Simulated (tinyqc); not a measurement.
Deep trap from a strong local potential in a two-band host (Koster-Slater model with semi-elliptic bands): one step, computed by the program tinyqc. Command: `OMP_NUM_THREADS=1 python tinyqc.py 3006093 3006094 out.jsonl deeptrap walk`. One thread of a shared host (Intel(R) Xeon(R) Processor @ 2.30GHz), about 0.02 s of CPU time with the checks.

The valence band spans -2 W_v to 0 and the conduction band E_g to E_g + 2 W_c. The orbital at the impurity site has weight f_v in the valence band and 1 - f_v in the conduction band, each spread as a semi-ellipse (2/(pi W^2)) sqrt(W^2 - x^2) about the band centre. The impurity adds U to this orbital. Spin is left out.

Question. The trap level. In the gap G(E) = f_v (2/W_v^2)[x - sqrt(x^2 - W_v^2)] - (1 - f_v)(2/W_c^2)[y - sqrt(y^2 - W_c^2)], x = E + W_v, y = E_g + W_c - E. The trap level solves G(E) = 1/U (bisection). With D = -dG/dE = D_v + D_c, D_v = f_v (2/W_v^2)[x/sqrt(x^2 - W_v^2) - 1] and D_c = (1 - f_v)(2/W_c^2)[y/sqrt(y^2 - W_c^2) - 1], the weight on the impurity orbital is 1/(U^2 D) and the conduction-band character is D_c/D.

Inputs (values chosen for the exercise, for a model semiconductor):
```
quantity,value,unit
gap E_g,2.19,eV
half-width of the valence band W_v,5.5,eV
half-width of the conduction band W_c,3.7,eV
valence weight f_v of the site orbital,0.44,-
impurity potential U,22.5,eV
```

Impurity: repulsive, acceptor-like.

Give: trap level E_t; weight on the impurity orbital; conduction-band character; depth below the conduction band.

Answer.

trap level E_t = 0.0080462 eV

weight on the impurity orbital = 0.0037079

conduction-band character = 0.043980

depth below the conduction band = 2.1820 eV
